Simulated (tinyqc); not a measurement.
Three-phonon processes in a diatomic chain: dispersion, energy and momentum conservation, and decay channels of optical phonons: one step, computed by the program tinyqc. Command: `OMP_NUM_THREADS=1 python tinyqc.py 3120004 3120005 out.jsonl threeph walk`. One thread of a shared host (Intel(R) Xeon(R) Processor @ 2.30GHz), about 0.04 s of CPU time with the checks.

Cell length a, two atoms, one spring constant. x = q a/pi runs from -1 to 1; A and O are the acoustic and optical branches. Matrix elements are not computed: only conservation laws and occupation factors are followed.

Question. Dispersion. omega^2 = k (1/m + 1/M) -/+ k sqrt((1/m + 1/M)^2 - 4 sin^2(pi x/2)/(m M)); nu = 15.6333042 THz x sqrt(omega^2) for eV/(angstrom^2 u).

Inputs (values chosen for the exercise, for a model chain): light mass m = 10.8 u; heavy mass M = 30.1 u; spring constant k = 11 eV/angstrom^2.

Constants: nu for 1 eV/(angstrom^2 u) = 15.6333042 THz.

Give: the table «Branches» with the columns nu_A (THz), nu_O (THz), for x = 0.10, 0.20, 0.35, 0.50, 0.65, 0.80, 0.90, 1.00.

Answer.

Branches:
```
x     nu_A (THz)  nu_O (THz)
0.10       1.798      25.947
0.20       3.577      25.762
0.35       6.167      25.268
0.50       8.589      24.550
0.65      10.732      23.692
0.80      12.407      22.859
0.90      13.113      22.462
1.00      13.365      22.313
```
